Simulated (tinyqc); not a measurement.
Velocity overshoot from momentum and energy balance equations after a field step: one step, computed by the program tinyqc.

At t = 0 the field jumps from 0 to F in a uniform sample. v is the drift velocity and u = w - (3/2) k_B T the excess energy per carrier.

Task: Constants and steady state. dv/dt = e F/m - v/tau_m(u), du/dt = e F v - u/tau_E, tau_m(u) = tau_0/(1 + c u), tau_0 = m mu_0/e, c = mu_0/(e tau_E v_s^2); this choice gives the steady state v (1 + mu_0 F v/v_s^2) = mu_0 F, which saturates at v_s. Steady velocity v = 2 mu_0 F/(1 + sqrt(1 + 4 (mu_0 F/v_s)^2)); u = e F v tau_E; carrier temperature T + 2u/(3 k_B), neglecting the drift energy m v^2/2.

Inputs (values chosen for the exercise, modelled on electrons in 4H-SiC except for tau_E):

| quantity | value | unit |
|---|---|---|
| effective mass m | 0.36 | m_0 |
| low-field mobility mu_0 | 920 | cm^2/(V s) |
| saturation velocity v_s | 1.9 | 1e7 cm/s |
| energy relaxation time tau_E | 0.69 | ps |
| field after the step F | 66 | kV/cm |
| lattice temperature T | 300 | K |

Scheme: explicit Euler.

Constants: m_0 = 9.1093837015e-31 kg; e = 1.602176634e-19 C; k_B = 8.617333262e-05 eV/K.

Give: tau_0; c; acceleration e F/m; steady velocity; steady excess energy; steady carrier temperature.

Result:

tau_0 = 188.31 fs

c = 3.6934 1/eV

acceleration e F/m = 0.032245 1e7 cm/s per fs

steady velocity = 1.6258 1e7 cm/s

steady excess energy = 0.74041 eV

steady carrier temperature = 6028.1 K

tau_E/tau_0 = 3.66, and in the steady state tau_m has shrunk to 50.4 fs. Caution: the excess energy exceeds 0.5 eV, where non-parabolicity, upper valleys and impact ionisation matter.
